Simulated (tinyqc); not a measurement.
Signal and retention of a DRAM cell: effect of temperature.

A stored one starts at Vd and leaks: Cs dV/dt = -I(V), I = a sqrt((V + Vb)/(Vd + Vb)) + b, with a = Ig exp[-(Eg1 q/kB)(1/T - 1/T0)] (generation in a depletion layer) and b = Is exp[-(Es q/kB)(1/T - 1/T0)]. The bit line is precharged to Vd/2, and charge sharing gives the signal (V - Vd/2) Cs/(Cs + Cb).

The cell fails below Vc = Vd/2 + dm (Cs + Cb)/Cs. With s = sqrt((Vc + Vb)/(Vd + Vb)), the time from Vd to Vc is t = [2 Cs (Vd + Vb)/a] [1 - s - (b/a) ln((a + b)/(a s + b))]. This time is the median of a log-normal spread: failing cells = Nc erfc(z/sqrt 2)/2, z = ln(t/tr)/sg.

Inputs (values chosen for the exercise):
- Vd = 1 V (array voltage)
- Cs = 20 fF (cell capacitance)
- Cb = 44 fF (bit-line capacitance)
- dm = 46 mV (smallest signal that the sense amplifier resolves)
- Vb = 1.3 V (built-in plus back-bias voltage of the storage junction)
- Ig = 1 fA (junction leakage at V = Vd and T0)
- Is = 0.44 fA (voltage-independent leakage at T0)
- Es = 0.27 eV (activation energy of Is)
- T0 = 358 K (reference temperature)
- sg = 0.78 (deviation of ln(retention time) over the cells)
- Nc = 8.59e9 (cells)
- tr = 32 ms (refresh interval)
- Eg1 = 0.59 eV (activation energy of Ig)

Constants: q = 1.602176634e-19 C, kB = 1.380649e-23 J/K. Results are converted to the units shown.

Result of one run:

| a (fA) | b (fA) | retention time (s) | failing cells |
|---|---|---|---|
| 2.7508 | 0.69914 | 2.1123 | 335.27 |

Which temperature T gave this result: 338, 358, 368, 378 or 398 K?

T = 378 K.

The whole series:

| T (K) | a (fA) | b (fA) | retention time (s) | failing cells |
|---|---|---|---|---|
| 298 | 0.021266 | 0.075537 | 73.528 | 1.4249e-13 |
| 318 | 0.090209 | 0.14633 | 30.287 | 6.6823e-9 |
| 338 | 0.32250 | 0.26215 | 12.339 | 9.7496e-5 |
| 358 | 1.0000 | 0.44000 | 5.0392 | 0.37800 |
| 368 | 1.6815 | 0.55814 | 3.2475 | 13.580 |
| 378 | 2.7508 | 0.69914 | 2.1123 | 335.27 |
| 398 | 6.8352 | 1.0604 | 0.92561 | 68942 |

The retention time falls from 73.5 to 0.926 s, halving every 16.8 K at the hot end. Its apparent activation energy goes from 0.362 to 0.535 eV, between Es = 0.27 and Eg1 = 0.59 eV, as the share of a in the leakage grows from 22.0 to 86.6 %.

Range of the model: Real arrays also hold a tail of unusually leaky cells and cells whose retention varies in time, which this model lacks.

Numbers from tinyqc (`OMP_NUM_THREADS=1 python tinyqc.py 2130129 2130130 out.jsonl`; about 0.01 s on one thread of a shared Intel Xeon 2.30GHz).
